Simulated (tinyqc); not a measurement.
# Schottky diode by the thermionic emission-diffusion theory: several studies

Metal on an n-type semiconductor with one parabolic valley; V > 0 is forward bias (metal positive). The band bends as a parabola over the depletion layer, by Vd = Vbi - V; no image force. Carriers drift and diffuse up to the interface and leave it with the velocity vR.

Inputs (values chosen for the exercise); band and dielectric values close to those of gallium nitride:
```
symbol   value        unit                             meaning
T          400           K                         temperature
me       0.197          m0                       electron mass
eps_r     9.33                           relative permittivity
mun       1000  cm^2/(V s)                   electron mobility
phi       0.79          eV  barrier height seen from the metal
Nd      6.3e15       cm^-3                       donor density
V         0.12           V                                bias
```

Constants: q = 1.602176634e-19 C, kB = 1.380649e-23 J/K, h = 6.62607015e-34 J s, m0 = 9.1093837015e-31 kg, Vt = kB T/q, eps0 = 8.8541878128e-14 F/cm where lengths are in cm. Results are converted to the units shown.

Each table varies one quantity; the others keep the values above.

## Effect of the doping

A* = 4 pi q me m0 kB^2/h^3 (times 1e-4 for A/(cm^2 K^2)); Nc = 2 (2 pi me m0 kB T/h^2)^1.5 (times 1e-6 for cm^-3); Vbi = phi - Vt ln(Nc/Nd); vR = A* T^2/(q Nc). LD = sqrt(eps0 eps_r Vt/(q Nd)), a = sqrt((Vbi - V)/Vt), D(a) = exp(-a^2) int_0^a exp(s^2) ds (Dawson), vD = mun Vt/(sqrt(2) LD D(a)). J = q Nc [vR vD/(vR + vD)] exp(-phi/Vt) [exp(V/Vt) - 1].

The same in every row: vR (cm/s) = 6.998e6.

Effect of the doping:

| Nd (cm^-3) | vD (cm/s) | vD/(vR + vD) | J (A/cm^2) |
|---|---|---|---|
| 1.2e14 | 3.597e6 | 0.3395 | 0.004508 |
| 3.8e14 | 6.851e6 | 0.4947 | 0.006569 |
| 1.3e15 | 1.350e7 | 0.6586 | 0.008746 |
| 4.2e15 | 2.560e7 | 0.7853 | 0.01043 |
| 1.4e16 | 4.911e7 | 0.8753 | 0.01162 |
| 4.6e16 | 9.306e7 | 0.9301 | 0.01235 |
| 1.5e17 | 1.750e8 | 0.9615 | 0.01277 |
| 5.1e17 | 3.354e8 | 0.9796 | 0.01301 |

vD rises from 3.60e6 to 3.35e8 cm/s, as Nd^(0.54) at fixed mobility, and J rises from 0.00451 to 0.0130 A/cm^2, while the pure emission value 0.0133 A/cm^2 does not depend on Nd. In 4 of the 8 rows vD exceeds 3e7 cm/s, beyond usual saturation velocities, since the low-field mobility is used at the surface field.

## Current against voltage

Same model as above.

Ideality n = (dV/d ln[J/(1 - exp(-V/Vt))])/Vt.

Current against voltage:

| V (V) | vD (cm/s) | vD/(vR + vD) | J (A/cm^2) | n |
|---|---|---|---|---|
| 0.05 | 3.4490e7 | 0.83132 | 0.0011443 | 1.0060 |
| 0.11 | 3.2280e7 | 0.82183 | 0.0080782 | 1.0073 |
| 0.17 | 2.9901e7 | 0.81034 | 0.047017 | 1.0091 |
| 0.23 | 2.7301e7 | 0.79596 | 0.26488 | 1.0119 |
| 0.29 | 2.4398e7 | 0.77709 | 1.4759 | 1.0165 |
| 0.35 | 2.1055e7 | 0.75053 | 8.1281 | 1.0253 |
| 0.41 | 1.7103e7 | 0.70962 | 43.816 | 1.0437 |
| 0.47 | 1.2601e7 | 0.64293 | 226.33 | 1.0799 |

What does the table show?

vD falls from 3.45e7 to 1.26e7 cm/s and the share vD/(vR + vD) falls from 0.831 to 0.643; n goes from 1.006 to 1.080. It exceeds 1 only as far as vD, which falls with the surface field, limits the current. In 2 of the 8 rows vD exceeds 3e7 cm/s, beyond usual saturation velocities, since the low-field mobility is used at the surface field.

## Effect of the mobility

Same model as above.

The same in every row: vR (cm/s) = 6.998e6.

Effect of the mobility:

| mun (cm^2/(V s)) | vD (cm/s) | vD/(vR + vD) | J (A/cm^2) |
|---|---|---|---|
| 1.2 | 3.828e4 | 0.005439 | 7.224e-5 |
| 4.4 | 1.403e5 | 0.01966 | 2.611e-4 |
| 16 | 5.103e5 | 0.06797 | 9.026e-4 |
| 57 | 1.818e6 | 0.2062 | 0.002739 |
| 210 | 6.698e6 | 0.4890 | 0.006494 |
| 750 | 2.392e7 | 0.7737 | 0.01027 |
| 2700 | 8.612e7 | 0.9248 | 0.01228 |
| 9800 | 3.126e8 | 0.9781 | 0.01299 |

J rises from 7.22e-5 to 0.0130 A/cm^2, as mun^(0.99) between the first two rows and mun^(0.04) between the last two. vD equals vR at mun = 219 cm^2/(V s): below that diffusion limits the current, above it emission. In 2 of the 8 rows vD exceeds 3e7 cm/s, beyond usual saturation velocities, since the low-field mobility is used at the surface field.

Computed by the program tinyqc: `OMP_NUM_THREADS=1 python tinyqc.py 2640039 2640040 out.jsonl`, one thread of a shared Intel Xeon 2.30GHz, about 0.01 s for the whole run.
